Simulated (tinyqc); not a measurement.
A ladder of methods, and size consistency: correlation methods against full CI in the 6-31g basis, for He, spin multiplicity 1. Computed by the program tinyqc with PySCF. 

Geometry (angstrom):

| atom | x | y | z |
|---|---|---|---|
| He | 0.0000 | 0.0000 | 0.0000 |

RHF energy of one = -2.855160 hartree

All electrons correlated; +Q is the Davidson correction (1 - c0^2) E_corr. The last columns treat two copies 100 angstrom apart as one system. FCI is the lowest singlet.

Correlation energies (hartree):

| method | E_corr of one | share of FCI (%) | E_corr of two at 100 angstrom | two minus twice one (mhartree) |
|---|---|---|---|---|
| MP2 | -0.01120 | 74.659 | -0.02240 | 0.000 |
| CISD | -0.01500 | 100.000 | -0.02987 | 0.129 |
| CISD+Q | -0.01507 | 100.433 | -0.03013 | 3.32e-03 |
| CCSD | -0.01500 | 100.000 | -0.03000 | 0.000 |
| CCSD(T) | -0.01500 | 100.000 | -0.03000 | 0.000 |
| FCI | -0.01500 | 100.000 | - | - |

MP2 recovers 75 %, CISD 100.0 % and CCSD 100.0 % of the FCI value (c0^2 = 0.996 in CISD). MP2 and coupled cluster are size consistent, so their last column vanishes; CISD loses 0.13 mhartree, since a double excitation on each copy is a quadruple of the pair, and the Davidson correction leaves +0.00. With two electrons, or one virtual orbital, CISD and CCSD are exact for one copy, so +Q overshoots there.
